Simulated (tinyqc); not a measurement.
Strained alloy layer of InAs and GaAs on (001) InP, model-solid band line-up: one step of the calculation.

The layer is x parts of the first compound and 1 - x of the second, grown coherently on the third as substrate and barrier. Rows of the table: lattice constant a, average valence level Ea on an absolute scale, spin-orbit splitting so, gaps at Gamma, X and L, hydrostatic deformation potentials av and ac (Gamma), shear potential b, elastic constants, electron and heavy-hole (along z) masses. All are interpolated linearly in x; gaps get -C x (1 - x), taken wholly in the conduction band; real line-ups can differ from this model by 0.1 eV or more.

Question. Critical thickness. In-plane strain e = (a_substrate - a)/a. Matthews-Blakeslee for 60-degree dislocations in a single layer: hc = k (ln(hc/bv) + 1), k = bv (1 - nu/4)/(4 pi |e| (1 + nu)), nu = c12/(c11 + c12), bv = a/sqrt(2); the larger root.

Parameters, values chosen for the exercise:
```
symbol  value  unit                                      meaning
x        0.66        fraction of the first compound in the layer
CG      0.477    eV                      bowing of the Gamma gap
CX        1.4    eV                          bowing of the X gap
CL       0.33    eV                          bowing of the L gap
Lw        6.7    nm                              layer thickness
```

Binary compounds, values chosen for the exercise:
```
              close to InAs  close to GaAs  close to InP
a (angstrom)          6.058          5.653         5.869
Ea (eV)               -6.67          -6.92         -7.04
so (eV)               0.385          0.338          0.11
EG (eV)               0.355           1.41          1.33
EX (eV)                1.37           1.91          2.18
EL (eV)                1.08           1.69          1.95
av (eV)                1.01           1.15          1.27
ac (eV)               -5.12          -7.27         -5.01
b (eV)                -1.81          -1.71         -1.72
c11 (GPa)              84.3            118           102
c12 (GPa)              45.3           53.6          55.9
me (m0)              0.0228         0.0664        0.0797
mh (m0)               0.334          0.351         0.535
```

Wanted: nu; bv; hc.

Answer.

nu = 0.3345
bv = 0.4186 nm
hc = 11.35 nm

The layer, Lw = 6.7 nm, is thinner than hc, so it stays coherent by this criterion.

tinyqc, about 0.01 s, one thread, Intel Xeon 2.30GHz (shared host): `OMP_NUM_THREADS=1 python tinyqc.py 2690098 2690099 out.jsonl`
